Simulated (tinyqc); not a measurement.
Froehlich polaron in a polar crystal: one step, computed by the program tinyqc. Command: `OMP_NUM_THREADS=1 python tinyqc.py 3009156 3009157 out.jsonl frohlich walk`. One thread of a shared host (Intel(R) Xeon(R) Processor @ 2.30GHz), about 0.05 s of CPU time with the checks.

One electron in a parabolic band of mass m*, coupled to dispersionless LO phonons in the continuum model. Energies are in units of hbar omega unless marked, wave numbers in k_0 = sqrt(2 m* omega/hbar).

Problem. Coupling constant and length scale. 1/eps* = 1/eps_inf - 1/eps_s; k_0 = sqrt(2 m* omega/hbar) = sqrt(m* hbar omega / (hbar^2/(2 m_0))) with m* in m_0; alpha = (e^2/(4 pi eps_0)) k_0/(2 eps* hbar omega); polaron length 1/k_0.

Inputs (values chosen for the exercise, modelled on lithium fluoride):

| quantity | value | unit |
|---|---|---|
| band mass m* | 0.824 | m_0 |
| LO phonon energy hbar omega | 84.5 | meV |
| eps_inf | 1.9 | - |
| static dielectric constant eps_s | 9.32 | - |

Constants: hbar^2/(2 m_0) = 3.80998212 eV angstrom^2; e^2/(4 pi eps_0) = 14.39964548 eV angstrom.

Give: eps*; k_0; coupling constant alpha; polaron length 1/k_0.

Solution.

eps* = 2.387

k_0 = 0.1352 1/angstrom

coupling constant alpha = 4.826

polaron length 1/k_0 = 7.397 angstrom

Intermediate coupling.
